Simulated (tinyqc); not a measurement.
Donor near an oxide interface in a gate field (two-state model), step by step. Values are carried at full precision from step to step, so a last printed digit may differ when a step is redone from the rounded ones.

Interface at z = 0 (hard wall), donor at z = d, field F pulling electrons to the interface: potential e F z; 1 kV/cm = 1e-5 eV/angstrom, c = hbar^2/2m0, q = e^2/(4 pi eps0), Q = (eps - eo)/(eps + eo). Donor state: E_D = e F d - ED - q Q/(4 eps d), the last term joining the images of ion and electron. Interface state: z exp(-b z/2) exp(-rho^2/(2 L^2)) with E_z = c b^2/(4 mz) + 3 e F/b + q Q b/(8 eps), minimised over b; in the plane at z = 3/b the ion (distance D = d - 3/b) and its image (D' = d + 3/b) give E_rho = c/(mt L^2) - (q/eps)(sqrt(pi)/L)[erfcx(D/L) + Q erfcx(D'/L)], erfcx(x) = exp(x^2) erfc(x), minimised over L. E_I = E_z + E_rho.

Constants: hbar^2/2m0 = 3.80998211 eV angstrom^2; e^2/(4 pi eps0) = 14.39964547 eV angstrom.

Parameters, chosen for this exercise (near those of a donor in Si below SiO2, static dielectric constants; not measured data):
- d = 120 angstrom (depth of the donor)
- ED = 42.7 meV (bulk binding energy)
- mz = 0.924 m0 (mass across the interface)
- mt = 0.188 m0 (mass in the plane)
- eps = 11.3 (dielectric constant of the semiconductor)
- eo = 3.9 (dielectric constant of the oxide)
- F = 53.9 kV/cm (field in the semiconductor)
- aD = 20 angstrom (donor radius)
- v = 0.44 (valley factor)

## The interface state across the interface

Solve c b/(2 mz) - 3 e F/b^2 + q Q/(8 eps) = 0; give Q, b, the three terms of E_z and <z> = 3/b.

Q = 0.4868
b = 0.08124 1/angstrom

kinetic, field and image terms (meV): 6.80  19.91  6.30

<z> = 36.9 angstrom

The image pushes the electron away from the oxide; without it <z> would be 32.5 angstrom.

## Binding in the plane

Give D, D', the best L, both terms and E_rho.

D, D' (angstrom): 83.1  156.9

L = 89.6 angstrom

kinetic and Coulomb terms (meV): 2.52  -14.79

E_rho = -12.27 meV

The bottom of the well lies at -19.3 meV, so the level is 36 % of the way up; L/D = 1.08. Above the critical field the ionised donor would thus still hold its electron as a dot at the interface.

## Where the electron sits

The two states couple by t = t0 exp(-D/aD) with t0 = q/(eps aD) (2 aD/L) sqrt(aD b/2) v, v a valley factor; this form is an estimate. With detuning u = E_D - E_I the splitting is sqrt(u^2 + 4 t^2) and the lower state has weight (1 - u/sqrt(u^2 + 4 t^2))/2 on the donor.

Give E_D, E_I, t, the splitting and the donor weight.

E_D, E_I (meV): 20.69  20.73

t = 0.177 meV
splitting = 0.36 meV
donor weight = 0.566

The electron is shared; the contact hyperfine coupling scales with the donor weight. With this t, the tunnelling time pi hbar/(2t) at a crossing would be 5.84 ps (hbar = 6.58212e-16 eV s); here the detuning is 0.268 t.

## Critical field

Find F at which E_D = E_I; compare the rule e F d = ED. The crossing width is 4t/(e D), with t and D formed anew at that field.

critical field = 54.0 kV/cm
ED/(e d) = 35.6 kV/cm
width = 0.85 kV/cm

The confinement energy E_z = 33.0 meV raises the field needed and the attraction E_rho = -12.3 meV lowers it; the result is 1.52 times the simple rule.

## Checks

- E_z without images against 1.5 x 6^(2/3)/2 (c (e F)^2/mz)^(1/3), meV: both 26.30.
- E_rho from the radial equation in the full Coulomb well against the Gaussian trial function, meV: both -12.3.

Program tinyqc; command `OMP_NUM_THREADS=1 python tinyqc.py 1252198 1252199 out.jsonl`; about 0.04 s on one thread of a shared Intel(R) Xeon(R) Processor @ 2.30GHz.
